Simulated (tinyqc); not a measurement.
Changing the heavy mass M: three-phonon processes in a diatomic chain: dispersion, energy and momentum conservation, and decay channels of optical phonons. Computed by tinyqc, a small Python program. Command: `OMP_NUM_THREADS=1 python tinyqc.py 3120724 3120725 out.jsonl threeph sweep`. One thread of a shared host (Intel(R) Xeon(R) Processor @ 2.30GHz), about 0.01 s of CPU time with the checks.

Cell length a, two atoms, one spring constant. x = q a/pi runs from -1 to 1; A and O are the acoustic and optical branches. Matrix elements are not computed: only conservation laws and occupation factors are followed.

Inputs (values chosen for the exercise, for a model chain): light mass m = 14 u; spring constant k = 8.5 eV/angstrom^2.

Constants: nu for 1 eV/(angstrom^2 u) = 15.6333042 THz.

Method. omega^2 = k (1/m + 1/M) -/+ k sqrt((1/m + 1/M)^2 - 4 sin^2(pi x/2)/(m M)); nu = 15.6333042 THz x sqrt(omega^2) for eV/(angstrom^2 u). Acoustic top sqrt(2 k/M), optical bottom sqrt(2 k/m), optical top sqrt(2 k (1/m + 1/M)).

One run for each value; columns: (1) heavy mass M (u); (2) optical top over twice the acoustic top; (3) optical bottom over twice the acoustic top; (4) optical width over acoustic top; (5) acoustic top (THz):
```
(1)     (2)    (3)     (4)    (5)
14.7  0.716  0.512  0.4071  16.81
18.2  0.758  0.570  0.3764  15.11
22.4  0.806  0.632  0.3475  13.62
28.0  0.866  0.707  0.3178  12.18
35.0  0.935  0.791  0.2897  10.90
40.6  0.987  0.851  0.2719  10.12
49.0  1.061  0.935  0.2505   9.21
63.0  1.173  1.061  0.2239   8.12
84.0  1.323  1.225  0.1963   7.03
```

Describe the trends.

Over the rows, optical top over twice the acoustic top rises from 0.716 to 1.32 (exponent d ln y / d ln x 0.27 between the first rows and 0.42 between the last); optical bottom over twice the acoustic top rises from 0.512 to 1.22 (exponent d ln y / d ln x about 0.50 throughout); optical width over acoustic top falls from 0.407 to 0.196 (exponent d ln y / d ln x -0.37 between the first rows and -0.46 between the last).
